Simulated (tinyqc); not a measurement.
Worked calculation: self-heating of a transistor with one or more fingers, with temperature-dependent conductivity. Computed by tinyqc, a small Python program that keeps every step. Command: `OMP_NUM_THREADS=1 python tinyqc.py 3027053 3027054 out.jsonl selfheat walk`. One thread of a shared host (Intel(R) Xeon(R) Processor @ 2.30GHz), about 0.05 s of CPU time with the checks. Intermediate numbers are printed to about 6 digits and carried at full precision; extremes and crossings named in words are read from the listed rows.

N long parallel fingers lie on the top face of a slab whose bottom is held at T_0; the top is otherwise insulated, and heat flows in two dimensions. P in W/mm is 1000 P in W/m.

Inputs (values chosen for the exercise, modelled on gallium oxide):

| quantity | value | unit |
|---|---|---|
| conductivity at the base temperature kappa_0 | 19.5 | W/(m K) |
| exponent m in kappa ~ T^-m | 1.29 | - |
| base temperature T_0 | 323 | K |
| power per gate width P | 0.13 | W/mm |
| fingers N | 2 | - |
| finger pitch s | 12 | micrometre |
| width of the heat source w | 1.2 | micrometre |
| substrate thickness t | 220 | micrometre |
| phonon free path Lambda | 21 | nm |
| heat capacity C | 3.2 | 1e6 J/(m^3 K) |
| pulse length | 0.36 | microsecond |

Power: fixed power.

## Geometry factors

A line source of power P on the top face raises the top at distance x by (P/(pi kappa_0)) g(x), g(x) = -ln tanh(pi x/(4 t)) (the image sum for the slab). On a strip of width w the centre sees the mean of g over the strip, g_0 = 1 + ln(8 t/(pi w)) for w much below t.

own factor g_0 = 7.14602

g(j s), j = 1..7: 3.15090  2.45958  2.05716  1.77371  1.55598  1.38022  1.23374

## Linear temperature rise of each finger

theta_i = (P/(pi kappa_0)) [g_0 + sum over j != i of g(|i - j| s)], with equal powers and constant conductivity; thermal resistance = largest theta/P.

theta of each finger (K): 21.8507  21.8507

largest theta = 21.8507 K

thermal resistance = 168.083 K mm/W

## Correction for the falling conductivity

Kirchhoff transformation for kappa = kappa_0 (T/T_0)^-m: T = T_0 [1 - (m - 1) theta/T_0]^(-1/(m - 1)), where theta is the linear rise. The bracket vanishes at the power P T_0/((m - 1) theta).

peak temperature = 345.839 K

true rise = 22.8392 K

true rise / linear rise = 1.04524

power at which the formula diverges = 6.62646 W/mm

The falling conductivity adds 4.5 % to the rise.

## Extra rise from ballistic phonons

Near a source smaller than the free path, Fourier's law overstates the flow. Rough estimate: a strip that emits phonons into a half space adds a resistance times area of 4 Lambda/(3 kappa_0), from the ballistic flux C v Delta T/4 with kappa_0 = C v Lambda/3, so Delta T_b = 4 Lambda P/(3 kappa_0 w); Knudsen number Lambda/w.

Knudsen number = 0.0175

ballistic rise Delta T_b = 0.155556 K

Delta T_b / largest theta = 0.00711901

By this estimate the ballistic term is at most a fifth of the Fourier rise.

## Rise at the end of a pulse

After switching on, theta(tau) = (P D/kappa_0) int_0^tau X(u) Z(u) du at the hottest finger, D = kappa_0/C; X = sum over fingers at distance x of [erf((x + w/2)/r) - erf((x - w/2)/r)]/(2 w), Z = sum_(j=-200..200) (-1)^j exp(-(2 j t/r)^2)/sqrt(pi D u), r = 2 sqrt(D u); trapezoid rule on 300 points evenly spaced in ln u from u_0 = 1e-3 min(tau, w^2/D) to tau, plus the exact piece 2 sqrt(u_0/(pi D))/w below u_0. Conductivity and power are held at their base values here, and Fourier's law is used even where the diffusion length is near a phonon free path.

diffusivity D = 6.09375 micrometre^2/microsecond

diffusion length sqrt(D tau) = 1.48113 micrometre

linear rise after the pulse = 4.9125 K

share of the steady rise = 0.2248

## Rise against time

The formulas are those given above.

Heating curve:

| time (microsecond) | sqrt(D time) (micrometre) | rise (K) | share of the steady rise |
|---|---|---|---|
| 0.0079 | 0.219410 | 1.3646 | 0.06245 |
| 0.079 | 0.693834 | 3.3532 | 0.1535 |
| 0.79 | 2.19410 | 5.7387 | 0.2626 |
| 7.9 | 6.93834 | 8.5394 | 0.3908 |
| 79 | 21.9410 | 12.836 | 0.5874 |
| 400 | 49.3710 | 16.216 | 0.7421 |
| 1600 | 98.7421 | 19.141 | 0.876 |
| 4800 | 171.026 | 21.137 | 0.9673 |
| 12000 | 270.416 | 21.798 | 0.9976 |

Half the steady rise is reached between 7.9 and 79 microseconds, and the last row holds 99.8 % of it; the slowest time constant is 4 t^2/(pi^2 D) = 3220 microseconds. While the diffusion length lies between w and the pitch or thickness, the rise grows as the logarithm of time; once it nears the pitch of 12 micrometre the neighbours add their heat.

Checks made by the program: g(s) against the alternating image sum (relative difference 4e-07); Kirchhoff integral of kappa/kappa_0 from T_0 to T (relative difference below 1e-10); long-time limit against the steady rise (relative difference 3e-05).
